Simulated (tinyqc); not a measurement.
# From specific contact resistance rho_c back to tunnelling mass m

Model: specific resistance of a metal-semiconductor contact and its transmission-line measurement. Computed by tinyqc, a small Python program. Command: `OMP_NUM_THREADS=1 python tinyqc.py 3000679 3000680 out.jsonl contact inv`. One thread of a shared host (Intel(R) Xeon(R) Processor @ 2.30GHz), about 0.02 s of CPU time with the checks.

The barrier is parabolic (depletion approximation), energies E are normal energies counted from the band edge in the neutral semiconductor (downwards for holes), and the bias is zero. xi is an input, held fixed when other inputs move.

Inputs (values chosen for the exercise, modelled on n-type silicon):
```
quantity                                           value          unit
permittivity eps                                    11.7             -
Richardson constant A*                               109  A/(cm^2 K^2)
barrier height phi_B                                0.56            eV
doping N                                         3.5e+20        1/cm^3
Fermi level above the band edge in the bulk, xi     0.16            eV
temperature T                                        300             K
```

Image-force lowering: left out.

Constants: hbar = 1.054571817e-34 J s; eps_0 = 8.8541878128e-12 F/m; m_0 = 9.1093837015e-31 kg; k_B = 8.617333262e-05 eV/K; e = 1.602176634e-19 C.

Method:
- E_00 = (e hbar/2) sqrt(N/(eps eps_0 m)); band bending E_b = phi_B + xi; depletion width w = sqrt(2 eps eps_0 E_b/(e^2 N)).
- WKB transmission for E < E_b, with a = E/E_b: D = exp{-(E_b/E_00) [sqrt(1 - a) - a ln((1 + sqrt(1 - a))/sqrt(a))]}; D = 1 above.
- At zero bias 1/rho_c = (e A*/k_B^2) int D(E) f(E) dE, f = 1/(1 + exp((E - xi)/k_B T)); 200 Gauss-Legendre points from 0 to E_b, and k_B T ln(1 + exp((xi - E_b)/k_B T)) for the part above the barrier; the share of tunnelling is the part below.

Problem. A run gave the result below. Find the tunnelling mass m, known to lie between 0.2 and 0.37 m_0.

specific contact resistance rho_c = 6.097683e-09 ohm cm^2

Solution.

Each step takes the trial c = (a f_b - b f_a)/(f_b - f_a), f being the result less the target and a, b, c the logarithms of the listed values; c replaces end b, the old b replaces a if the sign of f changed, and otherwise f_a is halved.

Scan of the range:
```
tunnelling mass m (m_0)  specific contact resistance rho_c (ohm cm^2)
0.200                                                     4.11753e-09
0.222                                                     4.62560e-09
0.246                                                     5.21526e-09
0.272                                                     5.89765e-09
0.301                                                     6.71484e-09
0.334                                                     7.72032e-09
0.370                                                     8.91397e-09
```

False position (Illinois rule, in the logarithm of the input) inside the bracket:
```
step     end a     end b     trial  specific contact resistance rho_c (ohm cm^2)
1     0.272000  0.301000  0.278829                                   6.08468e-09
2     0.301000  0.278829  0.279270                                   6.09686e-09
3     0.301000  0.279270  0.279326                                   6.09840e-09
4     0.279270  0.279326  0.279300                                   6.09768e-09
5     0.279326  0.279300  0.279300                                   6.09768e-09
```

Specific contact resistance rho_c rises at every point of a 13-point scan of the range (every second point is shown), so one value fits; it is bracketed by 0.272 and 0.301. Answer: tunnelling mass m = 0.2793 m_0.
